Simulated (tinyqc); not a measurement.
Configuration-coordinate model of carrier capture at a defect: one step. The two parabolas. Four cases, with inputs chosen for the exercise.

Question. Form S, k, dQ, the crossing point Qc = (ER - ET)/(k dQ), Eb, and the emission barrier Eb + ET.

Two parabolas of equal curvature k in one coordinate Q: with the carrier free at the band edge, U_f = k Q^2/2; with the carrier trapped, U_t = k (Q - dQ)^2/2 - ET. ER = k dQ^2/2, Huang-Rhys factor S = ER/hw, hw = 0.0646541 sqrt(k/M) eV for k in eV/angstrom^2 and M in u. The curves cross at a height Eb = (ER - ET)^2/(4 ER) above the free minimum.

Give: S; k; dQ; Qc; barriers.

Case 1.

Values chosen (of the size met at a vacancy centre in SiC; not measured data): ET = 1.17 eV (thermal depth of the level below the band edge); ER = 0.21 eV (relaxation energy); hw = 0.038 eV (phonon energy of the mode); M = 16 u (mass of the mode).

Answer.

S = 5.526
k = 5.5271 eV/angstrom^2
dQ = 0.2757 angstrom
Qc = -0.6301 angstrom

barriers (eV): capture 1.0971, emission 2.2671

ER < ET: the crossing lies on the far side of the free minimum (the inverted case), where tunnelling between vibrational states can matter much if Eb is well above hw.

Case 2.

Values chosen (of the size met at a vacancy centre in SiC; not measured data): ET = 1.18 eV (thermal depth of the level below the band edge); ER = 0.47 eV (relaxation energy); hw = 0.04 eV (phonon energy of the mode); M = 28 u (mass of the mode).

Answer.

S = 11.750
k = 10.7173 eV/angstrom^2
dQ = 0.2962 angstrom
Qc = -0.2237 angstrom

barriers (eV): capture 0.2681, emission 1.4481

ER < ET: the crossing lies on the far side of the free minimum (the inverted case), where tunnelling between vibrational states can matter much if Eb is well above hw.

Case 3.

Values chosen (of the size met at a deep level in Si; not measured data): ET = 0.21 eV (thermal depth of the level below the band edge); ER = 0.24 eV (relaxation energy); hw = 0.032 eV (phonon energy of the mode); M = 28 u (mass of the mode).

Answer.

S = 7.500
k = 6.8591 eV/angstrom^2
dQ = 0.2645 angstrom
Qc = 0.0165 angstrom

barriers (eV): capture 0.0009, emission 0.2109

ER > ET: the crossing lies between the two minima (large relaxation); at Q = 0 the trapped level lies above the band edge.

Case 4.

Values chosen (of the size met at a deep level in GaN; not measured data): ET = 0.62 eV (thermal depth of the level below the band edge); ER = 0.69 eV (relaxation energy); hw = 0.046 eV (phonon energy of the mode); M = 16 u (mass of the mode).

Answer.

S = 15.000
k = 8.0992 eV/angstrom^2
dQ = 0.4128 angstrom
Qc = 0.0209 angstrom

barriers (eV): capture 0.0018, emission 0.6218

ER > ET: the crossing lies between the two minima (large relaxation); at Q = 0 the trapped level lies above the band edge.

Computed by tinyqc, one run a case: `OMP_NUM_THREADS=1 python tinyqc.py N N+1 out.jsonl` with N = 1451841, 1452420, 1452491, 1452647; one thread of a shared Intel(R) Xeon(R) Processor @ 2.30GHz, about 0.01 s a run at most.
